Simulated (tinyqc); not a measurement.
Competing polymorphs of an oxide film: bulk, surface, grain-boundary, dopant and field terms. Changing the grain radius R. Computed by tinyqc, a small Python program. Command: `OMP_NUM_THREADS=1 python tinyqc.py 3001192 3001193 out.jsonl polymorph sweep`. One thread of a shared host (Intel(R) Xeon(R) Processor @ 2.30GHz), about 0.01 s of CPU time with the checks.

Phases: monoclinic m (reference), polar orthorhombic o, tetragonal t. Free energies per formula unit (f.u.); 1 J/m^2 x angstrom^3/nm = 6.241509 meV.

Inputs (values chosen for the exercise, for a model oxide):
```
quantity                                    value          unit
energy of the polar phase o over m             73      meV/f.u.
energy of the tetragonal phase t over m      98.4      meV/f.u.
entropy of o over m                        0.0045  meV/(f.u. K)
entropy of t over m                         0.061  meV/(f.u. K)
surface energy of m                          2.86         J/m^2
surface energy of o                          2.48         J/m^2
surface energy of t                          2.32         J/m^2
grain-boundary energy over surface energy    0.55             -
volume per formula unit Omega                34.7    angstrom^3
film thickness h                               21            nm
temperature T                                1100             K
dopant content x                             0.78             %
shift of o per % of dopant                   -4.8      meV/f.u.
shift of t per % of dopant                    -15      meV/f.u.
width sigma of ln R                          0.47             -
interlayer thickness (SiO2)                  0.86            nm
```

Geometry: columnar grains in a film.

permittivities of m, o, t: 20  25  33

Method:
- Bulk term b = H - T S + (shift) x, zero for m. The undoped bulk turns from m to t at T = H_t/S_t.
- Area per volume: A = 2/h + f_b/R (two free faces; the side wall 2/R is shared by two grains and carries f_b gamma); G = b + gamma Omega A.
- With G = b + gamma Omega A (b the bulk free energy per formula unit, A the area per volume), two phases i, j cross at A_ij = (b_j - b_i)/(Omega (gamma_i - gamma_j)); o has a window only if A_mo < A_ot.
- Grain radii are log-normal by volume with median R and width sigma; the share with A above A* is that with radius below R*, R* = f_b/(A* - 2/h) (all grains if A* <= 2/h), share = (1/2) erfc[-ln(R*/R)/(sqrt 2 sigma)]. Effective permittivity of a layer of thickness h built of such grains, taken in parallel: sum of share x eps; EOT = interlayer + 3.9 h/eps.

One run for each value:
```
grain radius R (nm)  G(o) - G(m) (meV/f.u.)  G(t) - G(o) (meV/f.u.)  share of o  effective permittivity
2.5                                  38.362                 -55.630           0                  32.883
3.7                                  44.234                 -53.157           0                  32.184
5.5                                  48.238                 -51.472           0                  29.808
8.2                                  50.948                 -50.331           0                  25.668
12.0                                 52.696                 -49.595           0                  22.154
18.0                                 53.953                 -49.065           0                  20.433
27.0                                 54.791                 -48.712           0                  20.046
40.0                                 55.336                 -48.483           0                  20.003
60.0                                 55.713                 -48.324           0                  20.000
```

Describe the trends.

Over the rows, G(o) - G(m) (meV/f.u.) rises from 38.4 to 55.7; G(t) - G(o) (meV/f.u.) rises from -55.6 to -48.3; share of o does not change.

Caution (all rows): this is an equilibrium ranking; real films often keep the phase that nucleates first on cooling from t.
